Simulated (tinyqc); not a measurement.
Haynes-Shockley experiment: drift, diffusion and decay of a minority-carrier pulse: one step, computed by the program tinyqc.

A thin sheet of excess carriers is made at x = 0, t = 0 in a long uniform bar; injection is low, so the pulse moves with the minority mobility.

Question. The signal at the collector. dn(x, t) = N0/sqrt(4 pi D t) exp(-(x - v t)^2/(4 D t) - t/tau). At fixed x the signal peaks where d ln(dn)/dt = 0: a t^2 + t/2 - x^2/(4 D) = 0 with a = v^2/(4 D) + 1/tau. The full width at half maximum is found by solving dn(x, t) = peak/2 on both sides of the peak.

Inputs (values chosen for the exercise, modelled on electrons in p-type silicon in a lightly doped bar):
```
quantity,value,unit
lifetime tau,48,microsecond
temperature T,330,K
distance d to the collector,0.47,cm
injected sheet density N0,8.7e+09,1/cm^2
```

drift velocity v = 5445 cm/s

D = 34.40901 cm^2/s

Give: time of the peak t_p; peak density; width at half maximum.

Answer.

time of the peak t_p = 81.37 microsecond

peak density = 7.980e+09 1/cm^3

width at half maximum = 30.84 microsecond
